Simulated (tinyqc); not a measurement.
Worked calculation: density of states of one tight-binding band of a chain. Values are carried at full precision from step to step, so a last printed digit may differ when a step is redone from the rounded ones.

E(k) = -2 t cos(2 pi k) - 2 t2 cos(4 pi k); k in fractions of the reciprocal vectors, mesh k_i = j/N with j = 0 .. N-1. Densities are per cell and per spin, so the band holds one state.

Inputs chosen for the exercise:
- t = 0.5 eV (nearest hopping)
- t2 = -0.05 eV (second hopping)
- N = 8 (mesh points along each axis)
- bins = 8 (bins of the histogram)
- E_lo = -0.913 eV (lower end of the histogram)
- E_hi = 1.117 eV (upper end)
- E = 0.73 eV (energy at which the density is wanted)
- sigma = 0.1 eV (Gaussian width)

## Energies on the mesh

Evaluate the band at all 8 points and collect equal values.

Distinct energies:
```
E_k (eV)  points
-0.9000        1
-0.7071        2
-0.1000        2
0.7071         2
1.1000         1
```

The 8 points give 5 distinct energies between -0.9000 and 1.1000 eV; a dense mesh gives a band from -0.900 to 1.100 eV.

## Histogram

Count the points in equal bins from E_lo to E_hi; g = count/(all points x bin width).

Histogram:
```
from (eV)  to (eV)  points  g (1/eV)
-0.9130    -0.6593       3    1.4778
-0.6593    -0.4055       0    0.0000
-0.4055    -0.1517       0    0.0000
-0.1517     0.1020       2    0.9852
0.1020      0.3558       0    0.0000
0.3558      0.6095       0    0.0000
0.6095      0.8632       2    0.9852
0.8632      1.1170       1    0.4926
```

Empty bins: 4 of 8; the fullest holds 3 points. Empty bins inside the band come from the coarse mesh, not from gaps.

## Gaussian broadening at one energy

Gaussian broadening: g(E) = mean over the mesh of exp(-(E - E_k)^2/(2 sigma^2))/(sigma sqrt(2 pi)), n(E) = mean of erfc((E_k - E)/(sigma sqrt 2))/2.

Sum over the distinct energies with their counts.

n(E) = 0.7726
g(E) = 0.9721 1/eV

## Sum over all linear segments

Each interval of the mesh is a segment with E linear in k: n = (E - e1)/(e2 - e1), g = 1/(e2 - e1) between its end values.

Average n and g over all pieces of the mesh. The reference uses the same method with N = 4000.

n(E) = 0.7646
g(E) = 0.6363 1/eV
reference n(E) = 0.758
reference g(E) = 0.358 1/eV

On this mesh the linear method errs by +0.278 1/eV in g and +0.006 in n; the Gaussian sum erred by +0.614 and +0.015.

## Checks

- States below the top of the band by the linear method against one: both 1.000000.

Program tinyqc; command `OMP_NUM_THREADS=1 python tinyqc.py 1681454 1681455 out.jsonl`; about 0.01 s on one thread of a shared Intel(R) Xeon(R) Processor @ 2.30GHz.
